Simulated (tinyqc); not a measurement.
# Changing the width w (mask opening along <110>, or membrane width in the design step)

Model: anisotropic wet etching of Si(100): plane rates, V-grooves, membranes and undercut. Computed by tinyqc, a small Python program. Command: `OMP_NUM_THREADS=1 python tinyqc.py 3016968 3016969 out.jsonl wetetch sweep`. One thread of a shared host (Intel(R) Xeon(R) Processor @ 2.30GHz), about 0.01 s of CPU time with the checks.

A long slot opens the mask on a (100) wafer. The floor etches at R100; (111) walls stand at theta = arctan(sqrt2) = 54.7356 degrees to the surface and recede at R111 along their normal.

Inputs (values chosen for the exercise, close to those used for tetramethylammonium hydroxide solutions):
```
quantity,value,unit
prefactor k0 of the (100) rate,7.7e+08,um/min
"activation energy of (100), E",0.624,eV
ratio (100)/(111) at 80 C,36,-
"extra energy of (111), dE",0.11,eV
ratio (100)/oxide at 80 C,4900,-
"extra energy of the oxide, dE_ox",0.22,eV
bath temperature T,85,C
misalignment of the mask,0.2,degrees
etch time t,46,min
```

Constants: k_B = 8.617333262e-05 eV/K.

Method:
- R100 = k0 exp(-E/(k_B T)); a ratio given at 80 C scales as exp[(extra energy/k_B)(1/T - 1/353.15 K)]; R111 and R_ox follow by division.
- Temperatures in kelvin are T(C) + 273.15.
- A misaligned edge exposes ledges and adds R100 sin(misalignment) to the lateral rate (a simple estimate): u = R111/sin(theta) + R100 sin(misalignment). Top width W = w + 2 u t; floor width b = W - 2 z/tan(theta) = W - sqrt2 z. The floor lasts until b = 0, at t_V = w/(sqrt2 R100 - 2u); depth z = R100 t before t_V and W/sqrt2 after.

One run for each value:
```
"width w (mask opening along <110>, or membrane width in the design step) (um)",depth z (um),floor width b (um),time t_V to close the V (min)
1,3.966,0.00,5.8688e-01
2.2,4.815,0.00,1.2911e+00
4.6,6.512,0.00,2.6996e+00
10,10.330,0.00,5.8688e+00
22,18.816,0.00,1.2911e+01
46,35.786,0.00,2.6996e+01
100,58.683,21.62,5.8688e+01
220,58.683,141.62,1.2911e+02
460,58.683,381.62,2.6996e+02
1000,58.683,921.62,5.8688e+02
```

What does the table show, and why?

Over the rows, depth z (um) rises from 3.97 to 58.7, flat over part of the range; floor width b (um) rises from 0 to 922, flat over part of the range; time t_V to close the V (min) rises from 0.587 to 587 (exponent d ln y / d ln x about 1.0 throughout). At the high end the exponent of depth z is 0.00, close to 0: the floor is still open. The exponent of time t_V to close the V stays at 1: the floor shrinks at a constant rate. Narrow openings close to V-grooves that deepen only by undercut, wide ones share the depth R100 t, so one etch gives many depths.
